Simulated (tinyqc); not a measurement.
Sp3 tight binding, zinc-blende lattice, step by step. One step of it, computed by the program tinyqc.

Question. Levels at X. Diagonalise the Hermitian matrix.

H(k) at X (eV), lower triangle (Hermitian):
```
                     a s                a px                 a py                 a pz
a s           -12.520000
a px            0.000000           -6.690000
a py            0.000000            0.000000            -6.690000
a pz            0.000000            0.000000             0.000000            -6.690000
c s             0.000000  0.000000+9.904805i             0.000000             0.000000
c px  0.000000-9.904805i            0.000000             0.000000             0.000000
c py            0.000000            0.000000             0.000000  0.000000-18.015557i
c pz            0.000000            0.000000  0.000000-18.015557i             0.000000

             c s       c px       c py       c pz
c s   -12.520000
c px    0.000000  -6.690000
c py    0.000000   0.000000  -6.690000
c pz    0.000000   0.000000   0.000000  -6.690000
```

Give: eigenvalues.

Answer.

eigenvalues (eV): -24.7056  -24.7056  -19.9298  -19.9298  0.7198  0.7198  11.3256  11.3256
